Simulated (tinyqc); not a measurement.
Equation-of-state fits to an energy-volume table made by a known binding curve. From one set of inputs to another, one input at a time. Computed by tinyqc, a small Python program. Command: `OMP_NUM_THREADS=1 python tinyqc.py 3027782 3027783 out.jsonl eosfit ladder`. One thread of a shared host (Intel(R) Xeon(R) Processor @ 2.30GHz), about 0.06 s of CPU time with the checks.

With x = (V/V_0)^(1/3), the energy per atom is E = D [m x^-n - n x^-m]/(n - m), so that B0 = D n m/(9 V_0) and B' = (n + m + 6)/3. B' = dB/dP at P = 0.

The inputs printed are set A. Inputs not listed in the table keep their values of set A, so the rows need not describe a real material.

Inputs (values chosen for the exercise, for a model crystal): cohesive energy D = 7.36 eV/atom; true volume V_0 = 25.9 angstrom^3/atom; repulsive exponent n = 12; attractive exponent m = 3; half-width of the volume window w = 0.06; shift of the window centre s = 0.009; points N = 5; compression V/V_0 for the pressure test = 0.85; noise amplitude = 0.71 meV.

Binding curve: Mie. Noise: added.

numbers xi_j, drawn evenly from -1 to 1: [0.5937, -0.8075, 0.9184, 0.7942, -0.1762, -0.4240, 0.2811, 0.6879, -0.8459, 0.5852, -0.4242, -0.0566, -0.3998, -0.2281, 0.6154, 0.6003, 0.1104, 0.4744, -0.7907, 0.5946, 0.0922]

Constants: 1 eV/angstrom^3 = 160.2176634 GPa.

Method:
- B0 and B' from the formulas above; P = -dE/dV at V = c V_0 (c the compression chosen), from the curve itself.
- Table: V_j = V_0 [1 + s + w (2 j/(N - 1) - 1)], j = 0..N-1, rounded to 0.001; E_j from the curve plus the noise amplitude times the listed numbers xi_j (xi_0 first), rounded to 1e-7 eV.
- Third-order Birch-Murnaghan is a cubic in u = V^(-2/3): fit it by linear least squares, find the minimum, and take B0 = V E''(V), B' = -1 - V E'''/E'' there.
- Errors are fitted minus exact, relative; the pressure at c V_0 uses P = (3 B0/2) (x^7 - x^5) [1 + (3/4)(B' - 4)(x^2 - 1)], x = (V0/V)^(1/3) with the fitted values.

Each row keeps all changes above it:
```
input moved                              from    to  exact pressure at c V_0 (GPa)  fitted B0 (GPa)  fitted pressure at c V_0 (GPa)
set A                                       -     -                         52.793           185.22                          58.364
cohesive energy D (eV/atom)              7.36  4.08                         29.266           104.18                          35.420
half-width of the volume window w        0.06   0.2                         29.266           103.35                          29.331
compression V/V_0 for the pressure test  0.85   0.9                         15.444           103.35                          15.600
true volume V_0 (angstrom^3/atom)        25.9  19.9                         20.101           134.51                          20.303
```

Where does the difference come from?

Exact pressure at c V_0 goes from 52.8 to 20.1, a factor 0.381 in all. The largest single move comes from compression V/V_0 for the pressure test (a factor 0.528), and true volume V_0 works against it (a factor 1.30). Fitted B0 goes from 185 to 135, a factor 0.726 in all. The largest single move comes from cohesive energy D (a factor 0.562), and true volume V_0 works against it (a factor 1.30). Fitted pressure at c V_0 goes from 58.4 to 20.3, a factor 0.348 in all. The largest single move comes from compression V/V_0 for the pressure test (a factor 0.532), and true volume V_0 works against it (a factor 1.30). The single moves hold for this order of the switches; the total does not depend on the order.

Extremes, crossings and ranges named in words are read from the listed rows.
